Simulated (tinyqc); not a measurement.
Keating valence-force model of a tetrahedral crystal: one step, computed by the program tinyqc. Command: `OMP_NUM_THREADS=1 python tinyqc.py 3009460 3009461 out.jsonl keating walk`. One thread of a shared host (Intel(R) Xeon(R) Processor @ 2.30GHz), about 0.02 s of CPU time with the checks.

Atom A sits at 0 and atom B at a/4 (1,1,1) of an fcc lattice; the four bonds from A are t = a/4 (1,1,1), a/4 (1,-1,-1), a/4 (-1,1,-1), a/4 (-1,-1,1), of length d = sqrt(3) a/4. Energy: E = (3 alpha/(8 d^2)) sum over bonds (r.r - d^2)^2 + (3 beta/(8 d^2)) sum over pairs of bonds at one atom (r_i.r_j + d^2/3)^2, with beta_A for the six pairs at A and beta_B for the six at B. The cell holds two atoms, Omega = a^3/4. 1 N/m = 1 J/m^2. With constants fitted to the elastic moduli this model puts optical and zone-boundary frequencies of real crystals too high, by up to about 20 % in elemental crystals and up to about 50 % in compounds, and mostly by more for TA modes; in compounds the lattice part of the static dielectric constant then comes out too low.

Question. Elastic constants and internal strain. beta = (beta_A + beta_B)/2; C11 = (alpha + 3 beta)/a, C12 = (alpha - beta)/a, C44 = 4 alpha beta/(a (alpha + beta)); with the two sublattices clamped C44(0) = (alpha + beta)/a; internal-strain parameter zeta = (alpha - beta)/(alpha + beta); B = (C11 + 2 C12)/3.

Inputs (values chosen for the exercise, modelled on indium phosphide):
```
quantity               value      unit
lattice constant a     5.869  angstrom
bond stretching alpha   44.1       N/m
bond bending beta_A     5.98       N/m
bond bending beta_B     5.98       N/m
```

Structure: zinc blende.

Give: C11; C12; C44; clamped C44(0); internal-strain parameter zeta; bulk modulus B.

Answer.

C11 = 105.7 GPa

C12 = 64.95 GPa

C44 = 35.89 GPa

clamped C44(0) = 85.33 GPa

internal-strain parameter zeta = 0.7612

bulk modulus B = 78.54 GPa

Letting the sublattices shift lowers C44 by 58 %, which is zeta^2. With zeta near 1 a shear keeps the bond lengths and bends the angles. The model fixes 2 C44 (C11 + C12)/((C11 - C12)(C11 + 3 C12)) = 1.000 whatever alpha and beta are.
